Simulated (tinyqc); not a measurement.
Static constant against the gap: interband optics of a two-band s-p chain from momentum matrix elements.

H(k) = [[Es - 2 ts cos ka, 2i V sin ka], [-2i V sin ka, Ep_ + 2 tp cos ka]] in the basis s, p; the lower band is full, with two electrons a cell. The velocity operator times hbar is W = dH/dk (eV angstrom); intra-atomic dipoles are left out.

With w(k) = |<c|W|v>|^2 and D(k) = Ec - Ev, on the mesh k_j = (j + 1/2)/N (2 pi/a): eps(E) = 1 + (8 pi e2/(a Ar)) mean_j (w/D^2) [1/(D - E - i eta) + 1/(D + E + i eta)], e2 = e^2/(4 pi eps0); light polarised along the chains, no local fields.

Constants: e^2/(4 pi eps0) = 14.39964547 eV angstrom; hbar^2/2m0 = 3.80998211 eV angstrom^2.

Values chosen for the exercise:
- a = 4.17 angstrom (period)
- Ep_ = -1.94 eV (lower orbital (p))
- ts = 0.59 eV (s-s hopping)
- tp = 0.5 eV (p-p hopping)
- V = 1.59 eV (s-p hopping)
- Ar = 7.9 angstrom^2 (cross-section per chain)

Es takes the values listed; mesh of 400 points; the Penn-type estimate is 1 + 8 pi c e2 n_eff/(a Ar Dm^2) with Dm the f-weighted mean of D, f = w/(c D), n_eff = 2 mean(f), c = hbar^2/2m0.

Results:

| Es (eV) | smallest D (eV) | Dm (eV) | n_eff | eps(0) | estimate |
|---|---|---|---|---|---|
| 2.22 | 1.981 | 4.625 | 7.258 | 33.505 | 15.202 |
| 2.52 | 2.281 | 4.922 | 7.019 | 25.539 | 13.127 |
| 3.02 | 2.781 | 5.414 | 6.646 | 17.499 | 10.490 |
| 3.52 | 3.280 | 5.903 | 6.299 | 12.811 | 8.566 |
| 4.52 | 4.280 | 6.877 | 5.682 | 7.829 | 6.028 |
| 5.52 | 5.280 | 7.850 | 5.155 | 5.376 | 4.502 |
| 7.52 | 7.280 | 9.798 | 4.316 | 3.149 | 2.882 |

eps(0) - 1 falls from 32.505 to 2.149, as Dm^-3.62; a fixed n_eff would give the power -2, and n_eff goes from 7.258 to 4.316. The single-gap estimate is low by 56.3 % of eps(0) - 1 in the first row and 12.4 % in the last, since 1/D^2 favours the smallest separations. n_eff need not equal the 2 electrons of the cell: a two-orbital basis with chosen hoppings does not obey the free-electron sum rule.

Program tinyqc; command `OMP_NUM_THREADS=1 python tinyqc.py 1681760 1681761 out.jsonl`; about 0.01 s on one thread of a shared Intel(R) Xeon(R) Processor @ 2.30GHz.
